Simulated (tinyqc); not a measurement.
Inside a calculation. Model: hopping conduction between localised states. Computed by tinyqc, a small Python program that keeps every step. Command: `OMP_NUM_THREADS=1 python tinyqc.py 3013907 3013908 out.jsonl hop walk`. One thread of a shared host (Intel(R) Xeon(R) Processor @ 2.30GHz), about 0.01 s of CPU time with the checks. Intermediate numbers are printed to about 6 digits and carried at full precision; extremes and crossings named in words are read from the listed rows.

Energies are counted from the Fermi level. A small network shows the mechanism; the laws of an infinite system follow.

Inputs (values chosen for the exercise, for a model amorphous semiconductor):

| quantity | value | unit |
|---|---|---|
| localisation length xi | 3.1 | nm |
| density of states g_0 | 6.8e+19 | 1/(eV cm^3) |
| permittivity eps | 7.9 | - |
| activation energy E_a to extended states | 0.15 | eV |
| prefactor of activated conduction | 190 | S/cm |
| prefactor of hopping | 0.15 | S/cm |
| conductance scale G_0 | 1 | microsiemens |
| temperature T | 64 | K |

Dimension: 3D.

sites of the small network (nm, nm, meV):
```
       x     y  energy
1      0  5.83   -0.36
2   3.65  6.16   25.81
3   6.49  2.83  -17.81
4   9.62  3.24   10.23
5  12.62  0.72   17.63
6  14.97  1.04  -18.68
7  19.47  5.57  -12.56
8     22  0.15   -1.76
```

Constants: k_B = 8.617333262e-05 eV/K; e^2/(4 pi eps_0) = 14.39964548 eV angstrom.

## Pair exponents

Miller-Abrahams exponent s_ij = 2 r_ij/xi + (|E_i| + |E_j| + |E_i - E_j|)/(2 k_B T); G_ij = G_0 exp(-s_ij). The diagonal is set to 0 and not used.

s_ij, lower triangle (symmetric):
```
         1        2        3        4        5       6       7       8
1   0.0000
2   7.1096   0.0000
3   7.8421  10.7328   0.0000
4   8.3476   8.9675   7.1208   0.0000
5  12.0460  11.4481  10.6086   5.7244   0.0000
6  13.5275  16.0825   8.9786   8.9740   8.1139  0.0000
7  14.8398  17.1708  11.7881  10.6625  10.8890  7.5066  0.0000
8  14.9781  17.4565  13.3841  10.4062   9.5786  7.9588  6.1364  0.0000
```

## Kirchhoff solution

Site 1 is held at potential 1 and site 8 at 0; Kirchhoff's law sum_j G_ij (u_i - u_j) = 0 fixes the others; G = sum_j G_1j (1 - u_j). G_ij = G_0 exp(-s_ij).

potentials: 1.00000  0.93559  0.68190  0.59863  0.55865  0.25045  0.06068  0.00000

conductance G = 2.76947e-04 microsiemens

-ln(G/G_0) = 8.19169

## Critical path

Critical exponent s_c: the smallest value such that bonds with s_ij <= s_c connect site 1 with site 8.

critical exponent s_c = 8.11387

One such path is 1-3-4-5-6-7-8. -ln(G/G_0) = 8.19 against s_c = 8.11: the hardest unavoidable hop sets the conductance.

## The network against temperature

Miller-Abrahams exponent s_ij = 2 r_ij/xi + (|E_i| + |E_j| + |E_i - E_j|)/(2 k_B T); G_ij = G_0 exp(-s_ij). Site 1 is held at potential 1 and site 8 at 0; Kirchhoff's law sum_j G_ij (u_i - u_j) = 0 fixes the others; G = sum_j G_1j (1 - u_j). The last column is the length of the critical bond.

Network:

| T (K) | -ln(G/G_0) | s_c | critical hop (nm) |
|---|---|---|---|
| 19 | 14.8309 | 15.5552 | 12.7598 |
| 29 | 12.2043 | 13.0300 | 12.7598 |
| 45 | 9.7180 | 10.4087 | 8.6669 |
| 64 | 8.1917 | 8.1139 | 2.3717 |
| 96 | 6.9317 | 6.7657 | 7.1498 |
| 160 | 5.8868 | 5.9045 | 7.1498 |
| 320 | 5.0786 | 4.7969 | 6.3852 |

-ln(G/G_0) follows s_c within 0.9. The critical hop is 12.8 nm long at the lowest T and 6.39 nm at the highest: on cooling the carrier goes farther to find a site of nearer energy, which is variable-range hopping, though in so small a sample not at every step.

## Variable-range laws

Mott: T_M = 21.2/(k_B g_0 xi^3), exponent (T_M/T)^(1/4), mean hop r = (3/8) xi times the exponent. Efros-Shklovskii: T_ES = 2.8 e^2/(4 pi eps eps_0 k_B xi), exponent (T_ES/T)^(1/2). Coulomb gap width g_0^(1/2) (e^2/(4 pi eps eps_0))^(3/2). The numerical coefficients come from percolation theory and are given.

T_M = 121442 K

T_ES = 1910.50 K

Mott exponent = 6.60005

Efros-Shklovskii exponent = 5.46367

mean hop by the Mott formula = 7.67256 nm

Coulomb gap = 20.2928 meV

The larger exponent, here Mott, is the one that limits; the two are equal at T = 30.1 K, below which the Coulomb gap rules.

## Total conductivity

sigma = s_1 exp(-E_a/k_B T) + s_2 exp(-larger of the two exponents); reduced activation energy w = d ln(sigma)/d ln(T) by a central difference of +/- 1 %.

activated part = 2.92936e-10 S/cm

hopping part = 2.04045e-04 S/cm

conductivity = 2.04045e-04 S/cm

reduced activation energy w = 1.65007

Hopping carries 100 %. For sigma = s exp(-(T_0/T)^p), w = p (T_0/T)^p, so the slope of ln w against ln T gives -p.

Checks made by the program: current leaving the first site against current entering the last (relative difference below 1e-10).
